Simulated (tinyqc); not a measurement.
Inside a calculation: alloy A(1-x)B(x) by interpolation with bowing. Values are carried at full precision from step to step, so a last printed digit may differ when a step is redone from the rounded ones.

Each gap follows E(x) = (1 - x) E_A + x E_B - C x (1 - x); the lattice constant follows Vegard, a(x) = (1 - x) a_A + x a_B.

Constants: hc = 1239.841984 eV nm; kB = 8.617333262e-05 eV/K.

Values chosen for the exercise (A near Si, B near Ge; not measured data): a = (5.439, 5.663) angstrom (lattice constant of A, B); x = 0.29 (fraction of B); Eg = (4.217, 0.898) eV (gap at Gamma to the s-like level of A, B); EgX = (1.181, 0.939) eV (gap to the lowest valley along Gamma-X of A, B); EgL = (2.108, 0.739) eV (gap to L of A, B); C = (0.184, 0.209, 0) eV (bowing of the Gamma, X and L gaps); Dso = (0.045, 0.287) eV (spin-orbit splitting of A, B); Ep = (21.8, 26.4) eV (Kane energy of A, B); me = (0.1985, 0.0384) m0 (electron mass at Gamma of A, B); Cs = 0 eV (bowing of Dso); md = (0.1483, 0.7, 0.46) m0 (density-of-states masses of Gamma, all X and all L valleys); T = 400 K (temperature).

## Gaps and lattice constant at x

Also give the wavelength hc/E of the lowest gap.

a(x) = 5.5040 angstrom

linear parts (eV): Gamma 3.2545, X 1.1108, L 1.7110

bowing terms C x (1 - x) (eV): Gamma 0.0379, X 0.0430, L 0.0000

gaps (eV): Gamma 3.2166, X 1.0678, L 1.7110

wavelength of the lowest gap = 1161.1 nm

The lowest valley is X, so the gap is indirect; the next, L, lies 643 meV higher.

## Where the valleys cross

The difference of two gaps is a quadratic q2 x^2 + q1 x + q0 with q2 = C_i - C_j, q1 = (E_B - E_A - C)_i - (E_B - E_A - C)_j, q0 = E_A,i - E_A,j; give its roots between 0 and 1 (a dash: none).

Crossings:
```
pair         q2      q1      q0  first root  second root
Gamma-X  -0.025  -3.052   3.036      0.9868            -
Gamma-L   0.184  -2.134   2.109           -            -
X-L       0.209   0.918  -0.927      0.8466            -
```

The lowest valley changes at x = 0.847 (X to L, gap 0.949 eV). The other crossings lie above the lowest valley.

## Electron mass of the alloy

Mass at Gamma from the Kane formula 1/m = F + Ep (Eg + 2 Dso/3)/(Eg (Eg + Dso)). F is fixed by the masses of A and B and interpolated linearly, as is Ep; Eg and Dso carry their bowing.

Compare with the linear interpolation of the masses.

F of A, B: -0.1136  -0.9836

Ep, Eg, Dso at x (eV): 23.1340  3.2166  0.1152

m(x) from the Kane formula = 0.1483 m0
m(x) linear = 0.1521 m0

The Kane value lies 2.5 % below the linear one. The Gamma valley is not the lowest at this x.

## Shares of the electrons in the valleys

Non-degenerate: n_i proportional to md_i^(3/2) exp(-E_i/kT).

md^(3/2): Gamma 0.0571, X 0.5857, L 0.3120

(E - E_min)/kT: Gamma 62.34, X 0.00, L 18.66

shares: Gamma 0.000, X 1.000, L 0.000

X holds most electrons (100.0 %).

## Checks

- The Gamma and X gaps at their crossing x = 0.9868 (eV): both 0.9395.
- The X and L gaps at their crossing x = 0.8466 (eV): both 0.9490.

Program tinyqc; command `OMP_NUM_THREADS=1 python tinyqc.py 1081197 1081198 out.jsonl`; about 0.01 s on one thread of a shared Intel(R) Xeon(R) Processor @ 2.30GHz.
